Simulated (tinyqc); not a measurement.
Inside a calculation. Method: RKS/PBE in the 6-31g basis, for He, spin multiplicity 1. Computed by tinyqc, a small Python program that keeps every step (integrals from PySCF). Settings: charge = 0, multiplicity = 1, basis = 6-31g, energy threshold = 1e-10, iteration cap = 68, orthogonalisation = symmetric, start = core, DIIS depth = 8, damping = 0.7, method = RKS, functional = pbe,pbe, grid = [30, 50]. Command: `OMP_NUM_THREADS=1 python tinyqc.py 26385 26386 out.jsonl` (the two numbers bound the seeds that draw the settings). One thread of a shared host (Intel(R) Xeon(R) Processor @ 2.60GHz), about 0.2 s of CPU time with the checks. Later iterations appear only in the table of the cycle.

## One-electron integrals

Geometry (angstrom):
```
atom         x         y         z
He    0.000000  0.000000  0.000000
```

Basis 6-31g: exponents (1/bohr^2) and contraction coefficients of normalised primitives:
```
element  l (shell)   exponent  coefficient
He           s (1)  38.421634     0.040140
He           s (1)   5.778030     0.261246
He           s (1)   1.241774     0.793185
He           s (2)   0.297964     1.000000
```

Overlap, kinetic and nuclear-attraction integrals over the contracted functions; the nuclear repulsion is the sum of Za Zb / Rab.

nuclear repulsion = 0 hartree

overlap S, order 1He 1s, 1He 2s:
$$\begin{pmatrix}
1.000000 & 0.634148 \\
0.634148 & 1.000000
\end{pmatrix}$$

kinetic energy T (hartree), order 1He 1s, 1He 2s:
$$\begin{pmatrix}
2.925655 & 0.467227 \\
0.467227 & 0.446946
\end{pmatrix}$$

nuclear attraction V (hartree), order 1He 1s, 1He 2s:
$$\begin{pmatrix}
-4.805281 & -2.013636 \\
-2.013636 & -1.742136
\end{pmatrix}$$

core Hamiltonian H = T + V (hartree), order 1He 1s, 1He 2s:
$$\begin{pmatrix}
-1.879626 & -1.546409 \\
-1.546409 & -1.295190
\end{pmatrix}$$

## Two-electron integrals

Functions are numbered as in S; the eight-fold symmetry (ij|kl) = (ji|kl) = (kl|ij) leaves the list below.

Two-electron integrals (ij|kl) in chemists' order, unique and non-zero (hartree):
```
(11|11) 1.543936   (21|11) 0.785447   (21|21) 0.427025   (22|11) 0.803952
(22|21) 0.476190   (22|22) 0.615938
```

## Orthogonalisation

S = U s U^T; symmetric (Loewdin) form X = U s^(-1/2) U^T, so that X^T S X = 1.

eigenvalues of S: [0.365852, 1.634148]

X, order 1He 1s, 1He 2s:
$$\begin{pmatrix}
1.217774 & -0.435508 \\
-0.435508 & 1.217774
\end{pmatrix}$$

## Starting guess

The start is the orbitals of the core Hamiltonian; D = 2 C_occ C_occ^T.

D at the start, order 1He 1s, 1He 2s:
$$\begin{pmatrix}
1.193605 & 0.482210 \\
0.482210 & 0.194810
\end{pmatrix}$$

## Iteration 1: exchange-correlation on the grid

Becke grid with 30 radial and 50 angular points per atom, points of zero weight dropped. rho = sum D_ij phi_i phi_j; V_xc,ij = sum w v_xc phi_i phi_j plus the gradient terms; v_xc is d(rho eps)/d rho at fixed gradient.

The 8 grid points with the largest w rho, of 1500 (bohr, atomic units):
```
x                  y          z         w       rho  |grad rho|^2     eps_xc       v_xc
0.000000   -0.459376  -0.459376  0.017765  0.369914      2.253557  -0.631673  -0.710688
-0.459376  -0.459376   0.000000  0.017765  0.369914      2.253557  -0.631673  -0.710688
0.459376    0.000000   0.459376  0.017765  0.369914      2.253557  -0.631673  -0.710688
-0.459376   0.000000  -0.459376  0.017765  0.369914      2.253557  -0.631673  -0.710688
0.459376    0.459376   0.000000  0.017765  0.369914      2.253557  -0.631673  -0.710688
-0.459376   0.000000   0.459376  0.017765  0.369914      2.253557  -0.631673  -0.710688
0.459376    0.000000  -0.459376  0.017765  0.369914      2.253557  -0.631673  -0.710688
0.459376   -0.459376   0.000000  0.017765  0.369914      2.253557  -0.631673  -0.710688
```

electrons on the grid, sum of w rho = 2.000000

E_xc = sum of w rho eps_xc = -1.26730935 hartree

V_xc (hartree), order 1He 1s, 1He 2s:
$$\begin{pmatrix}
-0.940864 & -0.441836 \\
-0.441836 & -0.379465
\end{pmatrix}$$

## Iteration 1: building the Kohn-Sham matrix

J_ij = sum D_kl (ij|kl); F = H + J + V_xc; E = tr D H + tr D J / 2 + E_xc + E_nn.

Coulomb J (hartree), order 1He 1s, 1He 2s:
$$\begin{pmatrix}
2.756968 & 1.442112 \\
1.442112 & 1.538839
\end{pmatrix}$$

Kohn-Sham matrix F (hartree), order 1He 1s, 1He 2s:
$$\begin{pmatrix}
-0.063522 & -0.546133 \\
-0.546133 & -0.135816
\end{pmatrix}$$

total energy of this density = -2.76388741 hartree

This density is the starting one.

## Iteration 1: diagonalisation and new density

Diagonalise F' = X^T F X, C = X C', fill 1 alpha and 1 beta electrons from the bottom; D = 2 C_occ C_occ^T; the new density keeps 0.7 of the old one (damping). Each column has its largest component positive (the first on a tie).

F' = X^T F X (hartree):
$$\begin{pmatrix}
0.459323 & -0.807765 \\
-0.807765 & 0.365825
\end{pmatrix}$$

orbital energies (hartree): MO1 -0.396543, MO2 1.221691

coefficients C, order 1He 1s, 1He 2s:
$$\begin{pmatrix}
0.519128 & 1.184545 \\
0.586701 & -1.152573
\end{pmatrix}$$

D after iteration 1, order 1He 1s, 1He 2s:
$$\begin{pmatrix}
0.997220 & 0.520291 \\
0.520291 & 0.342898
\end{pmatrix}$$

## Iteration 2: exchange-correlation on the grid

As before.

The 8 grid points with the largest w rho, of 1500 (bohr, atomic units):
```
x                  y          z         w       rho  |grad rho|^2     eps_xc       v_xc
0.459376    0.459376   0.000000  0.017765  0.347666      1.791585  -0.616349  -0.700454
-0.459376   0.459376   0.000000  0.017765  0.347666      1.791585  -0.616349  -0.700454
0.000000   -0.459376   0.459376  0.017765  0.347666      1.791585  -0.616349  -0.700454
-0.459376   0.000000  -0.459376  0.017765  0.347666      1.791585  -0.616349  -0.700454
0.459376    0.000000  -0.459376  0.017765  0.347666      1.791585  -0.616349  -0.700454
0.000000    0.459376  -0.459376  0.017765  0.347666      1.791585  -0.616349  -0.700454
0.000000    0.459376   0.459376  0.017765  0.347666      1.791585  -0.616349  -0.700454
0.459376   -0.459376   0.000000  0.017765  0.347666      1.791585  -0.616349  -0.700454
```

electrons on the grid, sum of w rho = 2.000000

E_xc = sum of w rho eps_xc = -1.17485409 hartree

V_xc (hartree), order 1He 1s, 1He 2s:
$$\begin{pmatrix}
-0.918870 & -0.437320 \\
-0.437320 & -0.386231
\end{pmatrix}$$

## Iteration 2: building the Kohn-Sham matrix

As before.

Coulomb J (hartree), order 1He 1s, 1He 2s:
$$\begin{pmatrix}
2.632638 & 1.390903 \\
1.390903 & 1.508435
\end{pmatrix}$$

Kohn-Sham matrix F (hartree), order 1He 1s, 1He 2s:
$$\begin{pmatrix}
-0.165857 & -0.592827 \\
-0.592827 & -0.172986
\end{pmatrix}$$

total energy of this density = -2.80758428 hartree

This density is a damped mixture and is not idempotent.

## Iteration 2: DIIS over 2 matrices

error matrix X^T (FDS - SDF) X:
$$\begin{pmatrix}
0.000000 & 0.419469 \\
-0.419469 & 0.000000
\end{pmatrix}$$

B (overlaps of the stored error matrices):
$$\begin{pmatrix}
1.0083914e+00 & 5.9570218e-01 \\
5.9570218e-01 & 3.5190809e-01
\end{pmatrix}$$

Minimise |sum c_i e_i|^2 with sum c_i = 1: solve [B -1; -1 0][c; lambda] = [0; -1] with B_ij = tr e_i^T e_j, and take F = sum c_i F_i.

DIIS coefficients: [-1.443464, 2.443464]

extrapolated F (hartree), order 1He 1s, 1He 2s:
$$\begin{pmatrix}
-0.313575 & -0.660228 \\
-0.660228 & -0.226640
\end{pmatrix}$$

## Iteration 2: diagonalisation and new density

As before.

F' = X^T F X (hartree):
$$\begin{pmatrix}
0.192296 & -0.817822 \\
-0.817822 & 0.304730
\end{pmatrix}$$

orbital energies (hartree): MO1 -0.571239, MO2 1.068265

coefficients C, order 1He 1s, 1He 2s:
$$\begin{pmatrix}
0.592929 & -1.149381 \\
0.512711 & 1.187337
\end{pmatrix}$$

D after iteration 2, order 1He 1s, 1He 2s:
$$\begin{pmatrix}
0.908993 & 0.546604 \\
0.546604 & 0.397752
\end{pmatrix}$$

## Iteration 57 (converged): orbitals

converged F (hartree), order 1He 1s, 1He 2s:
$$\begin{pmatrix}
-0.304463 & -0.656687 \\
-0.656687 & -0.223613
\end{pmatrix}$$

Diagonalise F' = X^T F X, C = X C', fill 1 alpha and 1 beta electrons from the bottom; D = 2 C_occ C_occ^T. Each column has its largest component positive (the first on a tie).

F' = X^T F X (hartree):
$$\begin{pmatrix}
0.202626 & -0.818336 \\
-0.818336 & 0.307190
\end{pmatrix}$$

orbital energies (hartree): MO1 -0.565096, MO2 1.074913

coefficients C, order 1He 1s, 1He 2s:
$$\begin{pmatrix}
0.590151 & -1.150810 \\
0.515577 & 1.186095
\end{pmatrix}$$

D after iteration 57, order 1He 1s, 1He 2s:
$$\begin{pmatrix}
0.696557 & 0.608537 \\
0.608537 & 0.531639
\end{pmatrix}$$

## Convergence

Stop when the energy changes by less than 1e-10 hartree and every element of the error matrix X^T (F D S - S D F) X is below 3e-06.

Course of the cycle:
```
iteration  E (hartree)     change  largest element of the error matrix
1          -2.76388741          -                             7.10e-01
2          -2.80758428  -4.37e-02                             4.19e-01
3          -2.83272586  -2.51e-02                             2.98e-01
4          -2.84926850  -1.65e-02                             2.12e-01
5          -2.86033063  -1.11e-02                             1.50e-01
6          -2.86781901  -7.49e-03                             1.07e-01
7          -2.87293469  -5.12e-03                             7.62e-02
8          -2.87645308  -3.52e-03                             5.44e-02
9          -2.87888484  -2.43e-03                             3.90e-02
10         -2.88057322  -1.69e-03                             2.77e-02
11         -2.88174681  -1.17e-03                             1.95e-02
12         -2.88256404  -8.17e-04                             1.38e-02
13         -2.88313390  -5.70e-04                             9.67e-03
14         -2.88353170  -3.98e-04                             6.79e-03
...                ...        ...                                  ...
44         -2.88445624  -8.91e-09                             1.54e-07
45         -2.88445625  -6.23e-09                             1.08e-07
46         -2.88445625  -4.36e-09                             7.54e-08
47         -2.88445625  -3.05e-09                             5.28e-08
48         -2.88445626  -2.14e-09                             3.70e-08
49         -2.88445626  -1.50e-09                             2.59e-08
50         -2.88445626  -1.05e-09                             1.81e-08
51         -2.88445626  -7.33e-10                             1.27e-08
52         -2.88445626  -5.13e-10                             8.87e-09
53         -2.88445626  -3.59e-10                             6.21e-09
54         -2.88445626  -2.52e-10                             4.35e-09
55         -2.88445626  -1.76e-10                             3.04e-09
56         -2.88445626  -1.23e-10                             2.13e-09
57         -2.88445626  -8.63e-11                             1.49e-09
```

PySCF RKS in the same basis, fine grid = -2.88445626 hartree

Converged in 57 iterations.

## Populations

Mulliken: Z minus the diagonal of D S on the atom; Loewdin: the same with S^(1/2) D S^(1/2).

Charges (e):
```
atom  Mulliken  Loewdin
1He          0        0
```
